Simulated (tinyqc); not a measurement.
# Ten-year voltage from two stress tests

Question. Lifetimes follow tau = t0 exp(B/Vd). Ten years are 3.15576e8 s. Find B, t0 and the drain voltage for ten years.

lifetimes at Vd = 4.3 and 4.8 V (s): 39000  7510.29559

Answer. ln(tau) is linear in 1/Vd.

B = 68.00 V
t0 = 0.005286 s
ten-year voltage = 2.741 V

Program tinyqc, `OMP_NUM_THREADS=1 python tinyqc.py 2550078 2550079 out.jsonl`; Intel Xeon 2.30GHz, shared host, one thread, about 0.01 s.
